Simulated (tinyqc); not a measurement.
Inside a calculation. Method: Hubbard chain of 2 sites. Computed by tinyqc, a small Python program that keeps every step. Settings: hopping = 1.01, U = 9.4, mixing = 0.5, iteration cap = 81. Command: `OMP_NUM_THREADS=1 python tinyqc.py 21426 21427 out.jsonl` (the two numbers bound the seeds that draw the settings). One thread of a shared host (Intel(R) Xeon(R) Processor @ 2.60GHz), about 0.2 s of CPU time with the checks. Later iterations appear only in the table of the cycle.

## Mean-field iteration 1

one-body matrix (hopping and site energies) (eV), order 1, 2:
```
[[0.00000, -1.01000],
 [-1.01000, 0.00000]]
```

U = 9.40000 eV

electrons, up and down: [1, 1]

mixing = 0.50000

n(up) at the start (a guess, not normalised): [0.55000, 0.45000]

n(down) at the start (a guess): [0.45000, 0.55000]

H(up) = T + U n(down), H(down) = T + U n(up); fill the lowest levels; n(new) = n + mixing (n(out) - n); E = tr T (rho up + rho down) + U sum n_up n_down of the output.

levels, up (eV): [3.58600, 5.81400]

levels, down (eV): [3.58600, 5.81400]

energy = 2.03198 eV

n(up) after iteration 1: [0.63048, 0.36952]

n(down) after iteration 1: [0.36952, 0.63048]

## Mean-field iteration 2

As before.

levels, up (eV): [3.11119, 6.28881]

levels, down (eV): [3.11119, 6.28881]

energy = 0.61520 eV

n(up) after iteration 2: [0.75822, 0.24178]

n(down) after iteration 2: [0.24178, 0.75822]

## Mean-field iteration 3

As before.

levels, up (eV): [2.07096, 7.32904]

levels, down (eV): [2.07096, 7.32904]

energy = -0.08237 eV

n(up) after iteration 3: [0.85993, 0.14007]

n(down) after iteration 3: [0.14007, 0.85993]

## Convergence

Each step fills the lowest levels of T + U n(other spin) and sets n(new) = n + mixing (n(out) - n); stop when output and input agree to 1e-8.

Course of the cycle:
```
iteration      E (eV)  largest |n(out) - n(in)|  mean |n_up - n_down|
1           2.0319771                  1.61e-01               0.42190
2           0.6152015                  2.55e-01               0.77194
3          -0.0823661                  2.03e-01               0.92326
4          -0.1932454                  1.19e-01               0.95821
5          -0.2118564                  6.48e-02               0.96873
6          -0.2157778                  3.45e-02               0.97288
7          -0.2167163                  1.82e-02               0.97477
8          -0.2169559                  9.55e-03               0.97568
9          -0.2170192                  5.01e-03               0.97614
10         -0.2170362                  2.62e-03               0.97638
11         -0.2170408                  1.37e-03               0.97650
...               ...                       ...                   ...
20         -0.2170426                  4.03e-06               0.97664
21         -0.2170426                  2.11e-06               0.97664
22         -0.2170426                  1.10e-06               0.97664
23         -0.2170426                  5.76e-07               0.97664
24         -0.2170426                  3.01e-07               0.97664
25         -0.2170426                  1.58e-07               0.97664
26         -0.2170426                  8.25e-08               0.97664
27         -0.2170426                  4.31e-08               0.97664
28         -0.2170426                  2.26e-08               0.97664
29         -0.2170426                  1.18e-08               0.97664
30         -0.2170426                  6.18e-09               0.97664
```

local moments n_up - n_down: [0.97664, -0.97664]

Converged in 30 iterations. Before convergence this energy mixes input and output and is not variational, so it may rise towards its limit.

## The many-body Hamiltonian

Basis: all placements (u, d, 2, 0 on each site), up operators ordered before down ones; hops carry the sign of the same-spin electrons passed.

H (eV), order 20, ud, du, 02:
```
[[9.40000, -1.01000, -1.01000, 0.00000],
 [-1.01000, 0.00000, 0.00000, -1.01000],
 [-1.01000, 0.00000, 0.00000, -1.01000],
 [0.00000, -1.01000, -1.01000, 9.40000]]
```

## Exact diagonalisation (4 states)

Lowest levels of the sector, and the double occupancy of the lowest state.

lowest levels (eV): [-0.41570, 0.00000, 9.40000, 9.81570]

double occupancy per site = 0.02031

The mean-field solution above lies 0.1987 eV above the exact energy.
